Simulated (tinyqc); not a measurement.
Electron mobility in a silicon inversion layer, empirical terms and Matthiessen rule: two steps of the calculation.

Inversion layer of sheet density Ns on a uniformly doped body. The mobility terms are empirical power laws with prefactors chosen for the exercise; adding their inverses (Matthiessen) is itself an approximation.

Values chosen for this exercise; material values close to those of silicon: temperature T = 273 K; relative permittivity of the semiconductor eps_r = 11.8; body doping Nb = 4.4e17 cm^-3; weight of the inversion charge in the effective field eta = 0.5; gate capacitance Cox = 1.71 uF/cm^2; phonon-limited mobility at 1 MV/cm and 300 K Ap = 463 cm^2/(V s); roughness-limited mobility at 1 MV/cm As = 620 cm^2/(V s); exponent of the roughness term gs = 2; Coulomb prefactor Ac = 2500 cm^2/(V s); charge at the interface Nit = 1.9e10 cm^-2; ratio W/L WL = 1; drain voltage Vd = 0.02 V; measured linear current I = 0.724 uA.

Constants: q = 1.602176634e-19 C, eps0 = 8.8541878128e-14 F/cm where lengths are in cm. Results are converted to the units shown.

Problem 1. Inversion density for the measured current. I = (W/L) q Ns mu Vd. E = q (Ndep + eta Ns)/(eps0 eps_r) in MV/cm. With t = T/(300 K): muC = Ac (Ns/1e12 cm^-2) t/(Nb/1e17 cm^-3 + Nit/1e11 cm^-2), muP = Ap E^(-1/3) t^(-1.75), muS = As E^(-gs); 1/mu is the sum of the inverses. Ns(new) = I/((W/L) q mu Vd).

Ns after iteration 1 = 1.1468166e12 cm^-2
Ndep = 3.3303647e12 cm^-2

Find: E; mu; Ns after iteration 2.

Solution 1.

E = 0.59864 MV/cm
mu = 257.69 cm^2/(V s)
Ns after iteration 2 = 8.7680e11 cm^-2

Problem 2. Split C-V extraction. Q(Vg) is the trapezoid sum of Cgc from the first point (where Q is taken as 0); mu_eff = I/((W/L) Q Vd); mu_FE = (dI/dVg)/((W/L) Cox Vd) with a backward difference. Listed from point 4 on.

```
point	Vg (V)	Cgc (uF/cm^2)	I (uA)
0	0.1	2.4162298e-5	2.7835839e-11
1	0.2	8.8590596e-4	3.7433585e-8
2	0.3	0.031908076	4.9207691e-5
3	0.4	0.70264477	0.033980096
4	0.5	1.6456832	0.74865351
5	0.6	1.7081801	1.9634405
6	0.7	1.7099503	3.0833357
7	0.8	1.7099986	4.0219349
8	0.9	1.7100000	4.7851763
9	1	1.7100000	5.3955297
10	1.1	1.7100000	5.8770881
11	1.2	1.71	6.2517300
12	1.3	1.71	6.5382572
```

Give: Q; mu_eff; mu_FE.

Solution 2.

```
point	Q (uC/cm^2)	mu_eff (cm^2/(V s))	mu_FE (cm^2/(V s))
4	0.1558	240.2	209.0
5	0.3235	303.4	355.2
6	0.4944	311.8	327.5
7	0.6654	302.2	274.4
8	0.8364	286.0	223.2
9	1.007	267.8	178.5
10	1.178	249.4	140.8
11	1.349	231.6	109.5
12	1.520	215.0	83.78
```

At the last point mu_FE is 61 % below mu_eff: where the mobility falls with gate voltage the slope of I understates it.

Program tinyqc, `OMP_NUM_THREADS=1 python tinyqc.py 2510079 2510080 out.jsonl`; Intel Xeon 2.30GHz, shared host, one thread, about 0.01 s.
